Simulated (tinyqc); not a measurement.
# Implant damage, amorphisation by cascade overlap, and solid-phase epitaxial regrowth, step by step

A worked calculation. Computed by tinyqc, a small Python program that keeps every step. Command: `OMP_NUM_THREADS=1 python tinyqc.py 3110510 3110511 out.jsonl sper walk`. One thread of a shared host (Intel(R) Xeon(R) Processor @ 2.30GHz), about 0.01 s of CPU time with the checks. Intermediate numbers are printed to about 6 digits and carried at full precision; extremes and crossings named in words are read from the listed rows.

Range and width of the damage are inputs. Dynamic annealing enters only through the surviving share f.

Inputs (values chosen for the exercise, modelled on arsenic ions in silicon):
```
quantity                            value    unit
atomic density N                     49.9  1/nm^3
ion Z1                                 33       -
ion mass M1                          74.9       u
target Z2                              14       -
target mass M2                      28.09       u
ion energy E                           47     keV
displacement energy E_d                17      eV
depth of the damage peak R_d           26      nm
width of the damage profile s_d        12      nm
share of defects that survive f      0.45       -
critical displaced share x_c         0.17       -
dose Q                              4e+15  1/cm^2
overlaps needed n                       3       -
area amorphised by one track A_i      1.8    nm^2
regrowth prefactor v0             5.6e+15    nm/s
regrowth energy E_a                  2.71      eV
anneal temperature                    560       C
rate relative to (100)                  1       -
peak enhancement by the dopant        3.3       -
ramp rate                               3     K/s
```

Constants: a_0 = 0.529177210903 angstrom; e^2/(4 pi eps_0) = 14.39964548 eV angstrom; k_B = 8.617333262e-05 eV/K.

## Damage energy and displacements per ion

Robinson partition: eps = E a M2/(Z1 Z2 (e^2/(4 pi eps_0)) (M1 + M2)), a = 0.8853 a_0/sqrt(Z1^(2/3) + Z2^(2/3)); k = 0.0793 Z1^(2/3) Z2^(1/2) (M1 + M2)^(3/2)/((Z1^(2/3) + Z2^(2/3))^(3/4) M1^(3/2) M2^(1/2)); damage energy T_d = E/(1 + k (eps + 0.40244 eps^(3/4) + 3.4008 eps^(1/6))); displacements nu = 0.8 T_d/(2 E_d).

reduced energy eps = 0.224998

k = 0.115562

damage energy T_d = 34.8745 keV

T_d/E = 0.742010

displacements per ion nu = 820.576

26 % of the energy goes to electrons.

## The amorphous layer

Displaced share x(z) = f nu Q exp(-(z - R_d)^2/(2 s_d^2))/(sqrt(2 pi) s_d N); the layer is amorphous where x > x_c, between R_d -/+ s_d sqrt(2 ln(x_max/x_c)), the upper edge being cut at the surface. Threshold dose Q_c = Q x_c/x_max.

peak displaced share x_max = 9.84055

threshold dose Q_c = 6.91018e+13 1/cm^2

upper edge = 0 nm

lower edge = 60.1883 nm

The layer reaches the surface. Caution: x above 1 counts atoms displaced more than once.

## Damage left below the interface

Displaced atoms per area beyond the lower edge z2: f nu Q (1/2) erfc((z2 - R_d)/(sqrt2 s_d)); they are not removed by regrowth.

share of the damage beyond z2 = 0.00219268

displaced atoms beyond z2 = 3.23867e+15 1/cm^2

## Layer against dose

The formulas are those given above.

Dose series; the last column is f nu Q erfc((z2 - R_d)/(sqrt2 s_d))/2:
```
Q (1/cm^2)    x_max  upper edge (nm)  lower edge (nm)  displaced atoms beyond z2 (1/cm^2)
7.60e+13    0.18697          20.7651          31.2349                         9.29838e+15
1.04e+14    0.25585          15.1493          36.8507                         7.02538e+15
1.73e+14    0.42560           9.7427          42.2573                         5.60526e+15
2.76e+14    0.67900           6.0293          45.9707                         4.89540e+15
4.84e+14    1.19071           2.3232          49.6768                         4.33288e+15
8.29e+14    2.03945           0.0000          52.7503                         3.94911e+15
1.73e+15    4.25604           0.0000          56.4540                         3.56274e+15
3.46e+15    8.51208           0.0000          59.5719                         3.28830e+15
```

A dose 46 times larger moves the lower edge from 31.2 to 59.6 nm, as the root of a logarithm, and the damage beyond it falls by a factor 2.8, since the edge lies on an ever steeper tail. The layer reaches the surface at Q_c exp(R_d^2/(2 s_d^2)) = 7.23e14 per cm^2.

## Overlap model

Gibbons model: a point turns amorphous after n + 1 hits; with y = A_i Q the amorphous share is 1 - exp(-y) sum_(k=0..n) y^k/k!. Doses are set by y.

Amorphous share:
```
y     Q (1/cm^2)  direct impact (n = 0)      given n
0.1  5.55556e+12               0.095163  3.84683e-06
0.3  1.66667e+13               0.259182  2.65811e-04
0.6  3.33333e+13               0.451188  3.35807e-03
1.0  5.55556e+13               0.632121  1.89882e-02
2.0  1.11111e+14               0.864665  1.42877e-01
3.0  1.66667e+14               0.950213  3.52768e-01
5.0  2.77778e+14               0.993262  7.34974e-01
8.0  4.44444e+14               0.999665  9.57620e-01
```

At small y the share grows as y^4; between the first rows the exponent is 3.86.

## Isothermal regrowth

v = v0 x orientation factor x exp(-E_a/(k_B T)) x [1 + (enhancement - 1) exp(-(z - R_d)^2/(2 s_d^2))], T = anneal temperature + 273.15 K; the dopant is taken to follow the damage profile; the lower front moves from the lower edge z2 to the surface, or to the middle (z1 + z2)/2 of a buried layer with upper edge z1; time = int dz/v; the equivalent undoped distance is that time times the undoped velocity.

undoped velocity = 0.226581 nm/s

distance to regrow = 60.1883 nm

time without enhancement = 265.637 s

equivalent undoped distance = 32.6167 nm

time with enhancement = 143.952 s

The rate doubles for each 15 K or so near this temperature.

## Regrowth during a ramp

On a linear ramp from 200 C regrowth ends at the T_f where int v_undoped dT/(ramp rate) equals the equivalent undoped distance.

temperature at which regrowth ends = 628.560 C

Checks made by the program: tail against quadrature of x(z) N (relative difference below 1e-10).
